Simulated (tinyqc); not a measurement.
# Electron mobility in a silicon inversion layer, empirical terms and Matthiessen rule: effects of single changes

Inversion layer of sheet density Ns on a uniformly doped body, under a high-permittivity gate with an interlayer. The mobility terms are empirical power laws with prefactors chosen for the exercise; adding their inverses (Matthiessen) is itself an approximation.

Inputs (values chosen for the exercise); material values close to those of silicon: temperature T = 300 K; band gap Eg = 1.13 eV; relative permittivity of the semiconductor eps_r = 11.6; conduction-band density of states at T Nc = 2.75e19 cm^-3; valence-band density of states at T Nv = 2.63e19 cm^-3; body doping Nb = 6.3e16 cm^-3; reverse body bias Vsb = 1 V; weight of the inversion charge in the effective field eta = 0.5; phonon-limited mobility at 1 MV/cm and 300 K Ap = 442 cm^2/(V s); roughness-limited mobility at 1 MV/cm As = 1120 cm^2/(V s); exponent of the roughness term gs = 2; Coulomb prefactor Ac = 3900 cm^2/(V s); charge at the interface Nit = 9.8e10 cm^-2; remote-phonon mobility without interlayer Ar = 150 cm^2/(V s); interlayer thickness ti = 0.6 nm; decay length of remote phonons lr = 0.5 nm; inversion density Ns = 5.8e12 cm^-2.

Constants: q = 1.602176634e-19 C, kB = 1.380649e-23 J/K, Vt = kB T/q, eps0 = 8.8541878128e-14 F/cm where lengths are in cm. Results are converted to the units shown.

Each table varies one quantity; the others keep the values above.

## Effect of the body doping

ni = sqrt(Nc Nv) exp(-Eg/(2 Vt)), Eg in volts; Ndep = sqrt(2 eps0 eps_r Nb (2 Vt ln(Nb/ni) + Vsb)/q); E = q (Ndep + eta Ns)/(eps0 eps_r), in MV/cm. With t = T/(300 K): muC = Ac (Ns/1e12 cm^-2) t/(Nb/1e17 cm^-3 + Nit/1e11 cm^-2), muP = Ap E^(-1/3) t^(-1.75), muS = As E^(-gs), muR = Ar exp(2 ti/lr)/t; 1/mu is the sum of the inverses.

The same in every row: muR (cm^2/(V s)) = 1653.5.

Results:
```
Nb (cm^-3)  E (MV/cm)  muC (cm^2/(V s))  muP (cm^2/(V s))  muS (cm^2/(V s))  mu (cm^2/(V s))
2e16          0.55710             19169            537.17            3608.7           357.70
4.4e16        0.60950             15930            521.31            3014.9           342.76
9.7e16        0.68830             11600            500.61            2364.1           321.38
2.1e17        0.80325            7344.2            475.49            1735.9           292.39
4.7e17        0.98308            3982.4            444.52            1158.9           251.99
1e18           1.2343            2060.1            412.05            735.13           205.03
5e18           2.2376            443.70            337.93            223.70           97.200
```

Estimate the missing row, Nb = 2.3e18 cm^-3.

Computed row:
```
Nb (cm^-3)  E (MV/cm)  muC (cm^2/(V s))  muP (cm^2/(V s))  muS (cm^2/(V s))  mu (cm^2/(V s))
2.3e18         1.6512            943.29            373.96            410.79           147.64
```

With this row back in the table: As Nb goes from 2e16 to 5e18 cm^-3, E rises from 0.557 to 2.24 MV/cm and mu falls from 358 to 97.2 cm^2/(V s). The smallest term is the phonon one in the first row and the roughness one in the last. For Nb = 2.3e18 to 5e18 cm^-3 E passes 1.5 MV/cm, beyond the usual range of such laws.

## Effect of the inversion density

Same model as above.

The same in every row: muR (cm^2/(V s)) = 1653.5.

Effect of the inversion density:
```
Ns (cm^-2)  E (MV/cm)  muC (cm^2/(V s))  muP (cm^2/(V s))  muS (cm^2/(V s))  mu (cm^2/(V s))
2e11          0.20457            484.47            750.14             26763           247.56
3.6e11        0.21705            872.05            735.48             23774           317.13
6.3e11        0.23811            1526.1            713.12             19754           368.60
1.1e12        0.27477            2664.6            679.88             14835           397.09
2e12          0.34496            4844.7            630.23            9411.7           399.33
3.6e12        0.46976            8720.5            568.59            5075.4           373.80
6.3e12        0.68035             15261            502.55            2419.7           325.37
1.1e13         1.0469             26646            435.29            1021.8           255.22
2e13           1.7489             48447            366.86            366.18           164.41
```

As Ns goes from 2e11 to 2e13 cm^-2, E rises from 0.205 to 1.75 MV/cm and mu goes from 248 through a maximum of 399 (at Ns = 2e12 cm^-2 among the rows listed) to 164 cm^2/(V s). The smallest term is the Coulomb one in the first row and the roughness one in the last. Screening lifts the Coulomb term as Ns grows while the field presses the carriers to the interface, hence the maximum. At Ns = 2e13 cm^-2 E passes 1.5 MV/cm, beyond the usual range of such laws.

Computed by the program tinyqc: `OMP_NUM_THREADS=1 python tinyqc.py 2510031 2510032 out.jsonl`, one thread of a shared Intel Xeon 2.30GHz, about 0.01 s for the whole run.
